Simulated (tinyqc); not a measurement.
Ion-assisted plasma etching: sheath, surface coverage, synergy and aspect-ratio dependence: one step, computed by the program tinyqc.

Radicals adsorb on bare sites; ions remove covered sites with a high yield and bare sites by sputtering; a slow spontaneous reaction acts everywhere, walls included.

Problem. Rate at the floor of the feature. Transmission of a long trench, rough form: K = (1 + ln(1 + A))/(1 + A + ln(1 + A)), walls that scatter diffusely without loss. With a loss probability S = s (1 - theta) at the floor, G_b/G_n = K/(K + S - K S); theta follows G_b, and the two are solved together. Ions are taken to reach the floor unshadowed; G_b replaces G_n in every term of the rate; A is depth over width. Steady coverage: s G_n (1 - theta) = x Y G_i theta; removal flux = Y G_i theta + Y_p G_i (1 - theta) + k_c G_n; rate = flux/N, 1 cm/s = 6e8 nm/min.

Inputs (values chosen for the exercise, close to those used for silicon dioxide in a fluorocarbon plasma): gas temperature T_g = 300 K; sticking coefficient s = 0.41; radicals per removed unit x = 3; spontaneous reaction probability k_c = 3.1e-05; solid density N = 2.2e+22 1/cm^3; aspect ratio A = 27.

Feature: long trench.

yield Y = 1.396281

sputter yield Y_p = 0.03984328

ion flux G_i = 3.458189e+16 1/(cm^2 s)

radical flux G_n = 6.326465e+17 1/(cm^2 s)

vertical rate = 858.9921 nm/min

Give: transmission K; G_b/G_n; coverage at the floor; rate at the floor; floor rate over open-field rate.

Solution.

transmission K = 0.1383

G_b/G_n = 0.4024

coverage at the floor = 0.4188

rate at the floor = 573.5 nm/min

floor rate over open-field rate = 0.6677

The lag is 33 %. Caution: at this aspect ratio many ions strike the walls, so ion shadowing, left out here, adds to the lag. Caution: the trench transmission is an interpolation between the limits 1 and ln(A)/A, good to tens of per cent.
